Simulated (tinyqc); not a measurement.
Lattice vibrations of a chain, step by step. Computed by tinyqc, a small Python program that keeps every step. Command: `OMP_NUM_THREADS=1 python tinyqc.py 28063 28064 out.jsonl` (the two numbers bound the seeds that draw the settings). One thread of a shared host (Intel(R) Xeon(R) Processor @ 2.60GHz), about 0.01 s of CPU time with the checks.

## Dynamical matrix at q = 0.13

A chain moving along its axis:
```
atom   mass (u)  spring to the next atom (eV/angstrom^2)
1     68.200000                                16.700000
2     70.900000                                 3.200000
```

q is in units of 2 pi/a. A spring k from atom i to atom j, n cells on, adds k to Phi_ii and Phi_jj, -k exp(2 pi i q n) to Phi_ij and the conjugate to Phi_ji (for one atom a cell: 2k (1 - cos 2 pi q n)); D_ij = Phi_ij / sqrt(m_i m_j).

D(q) (eV/(angstrom^2 u)):
```
[[0.291789, -0.271662+0.033546i],
 [-0.271662-0.033546i, 0.280677]]
```

## Frequencies

omega^2 are the eigenvalues; wavenumber = 521.4708 sqrt(eigenvalue) 1/cm.

eigenvalues: [0.012451, 0.560015]

wavenumbers (1/cm): [58.2, 390.2]

weights |e|^2 of the mass-weighted modes, order atom 1, atom 2:
```
[[0.489853, 0.510147],
 [0.510147, 0.489853]]
```

## Dispersion and heat capacity

C/k_B per atom = mean over q = (j + 1/2)/80, j = 0..39 and all branches of y^2 e^y/(e^y - 1)^2, y = hc wavenumber / k_B T.

Wavenumbers (1/cm):
```
q           branch 1    branch 2
0.000000    0.000000  394.552518
0.062500   28.344083  393.533102
0.125000   56.022893  390.554893
0.187500   82.320268  385.869230
0.250000  106.411124  379.932049
0.312500  127.297062  373.453006
0.375000  143.764187  367.428289
0.437500  154.453673  363.064391
0.500000  158.180175  361.456390
```

Heat capacity:
```
T (K)  C/k_B per atom
20           0.103219
50           0.274343
100          0.478569
200          0.754085
300          0.871207
600          0.964100
1200         0.990765
```

zero-point energy per atom = 14.769471 meV
